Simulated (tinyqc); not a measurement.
A longer run and its error bar: q-state Potts model on a small periodic square lattice: enumeration, Metropolis, heat-bath and Wolff steps. Computed by tinyqc, a small Python program. Command: `OMP_NUM_THREADS=1 python tinyqc.py 3113280 3113281 out.jsonl potts walk`. One thread of a shared host (Intel(R) Xeon(R) Processor @ 2.30GHz), about 0.04 s of CPU time with the checks.

E = -J x (number of nearest-neighbour bonds with equal states); n x n sites with periodic edges have 2 n^2 bonds. Order parameter m = (q f - 1)/(q - 1), f being the largest share of one state. Sites are numbered row by row from 0. Here q = 3 and n = 3.

Inputs (values chosen for the exercise, for a model of domains or grain orientations): number of states q = 3; edge n = 3; coupling J = 65 meV; temperature T = 894 K; seed = 281814.

Update: Metropolis.

Constants: k_B = 8.617333262e-05 eV/K.

Method:
- K = J/(k_B T); the infinite square lattice orders at K_c = ln(1 + sqrt(q)); Wolff bond probability p = 1 - exp(-K).
- All q^(n^2) states are counted by their number b of equal bonds; weights g(b) exp(K b), K = J/(k_B T). Per site: u = -J <b>/n^2, c/k_B = K^2 (<b^2> - <b>^2)/n^2.
- ln Z = ln sum g(b) exp(K b); entropy per site s/k_B = (ln Z - K <b>)/n^2.
- After 400 updates are discarded, b is recorded for 4000 sweeps of n^2 steps of the update named (random numbers not printed, so these rows are one sample). Records are averaged in blocks; the error is the scatter of block means over sqrt(number of blocks), and the last column its square over that for single records.

start states:
$$\begin{pmatrix}
1 & 2 & 0 \\
1 & 0 & 2 \\
0 & 2 & 0
\end{pmatrix}$$

K = 0.843729

<b> = 13.5706

Blocking:
```
block length   mean b    error  variance ratio
1             13.5335  0.06212          1.0000
4             13.5335  0.10649          2.9389
16            13.5335  0.15083          5.8959
40            13.5335  0.15982          6.6198
100           13.5335  0.18018          8.4145
```

What follows from these numbers?

The run gives 13.534 +/- 0.160 (blocks of 40) against the exact 13.571, a difference of 0.2 error bars. Single records understate the error by a factor of about 2.6, because successive records are correlated.

Extremes, crossings and ranges named in words are read from the listed rows.
